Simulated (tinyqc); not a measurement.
Extrapolating accelerated tests: lateral field, substrate current, probability of reaching the oxide barrier and hot-carrier lifetime of a silicon transistor (pseudo-two-dimensional and lucky-electron models). Computed by tinyqc, a small Python program. Command: `OMP_NUM_THREADS=1 python tinyqc.py 3023479 3023480 out.jsonl hotcar walk`. One thread of a shared host (Intel(R) Xeon(R) Processor @ 2.30GHz), about 0.01 s of CPU time with the checks.

Local-field models: a lucky carrier gains its energy at the peak field over a path free of collisions. Voltages are magnitudes.

Inputs (values chosen for the exercise, modelled on a silicon n-channel):
```
quantity,value,unit
channel length L,1700,nm
oxide thickness t,34,nm
junction depth x_j,490,nm
mobility mu,380,cm^2/(V s)
saturation velocity v_s,0.86,1e7 cm/s
threshold voltage V_T,0.52,V
gate voltage V_G,5.3,V
drain voltage V_D,9.9,V
ionisation prefactor A_i,2.3e+06,1/cm
ionisation field B_i,1.7,MV/cm
hot-carrier mean free path lambda,8.7,nm
oxide barrier phi_b,3.1,eV
interface-trap threshold phi_it,3.7,eV
lifetime constant H,20,s microampere/micrometre
```

Drain: abrupt.

Constants: eps_0 = 8.8541878128e-12 F/m.

Method:
- C_ox = 3.9 eps_0/t; F_sat = 2 v_s/mu; V_Dsat = V_ov F_sat L/(V_ov + F_sat L), V_ov = V_G - V_T; I_D/W = C_ox v_s (V_ov - V_Dsat).
- Scale length l = 0.22 t^(1/3) x_j^(1/2) (all in cm); F_m = sqrt(((V_D - V_Dsat)/l_e)^2 + F_sat^2), with l_e = l; length of the velocity-saturated region l_e ln((V_D - V_Dsat)/(l_e F_sat) + F_m/F_sat).
- Substrate current I_sub/I_D = (A_i/B_i)(V_D - V_Dsat) exp(-B_i/F_m); probability of reaching the oxide barrier exp(-phi_b/(e lambda F_m)); lifetime tau = (H/(I_D/W)) exp(phi_it/(e lambda F_m)).
- V_10 solves tau = 3.156e8 s at the given V_G. The extrapolation fits ln(tau) against 1/V_D at 1, 1.08, 1.16 and 1.25 times the given V_D (rounded to 3 digits) by least squares and reads off the same tau.

V_Dsat = 2.94843 V

Stress points:
```
V_D (V),1/V_D (1/V),tau (s)
9.9,0.10101,1.5166e+05
10.7,0.09346,3.6720e+04
11.5,0.08696,1.1517e+04
12.4,0.08065,3.9324e+03
```

ten-year drain voltage V_10 = 7.3751 V

V_10 from the 1/V_D extrapolation = 6.9561 V

What does the comparison show, and why?

The extrapolation is 419 mV below the true value: ln(tau) is nearly linear in 1/(V_D - V_Dsat), not in 1/V_D, so the straight line errs on the safe side when one extrapolates down.

Extremes, crossings and ranges named in words are read from the listed rows.
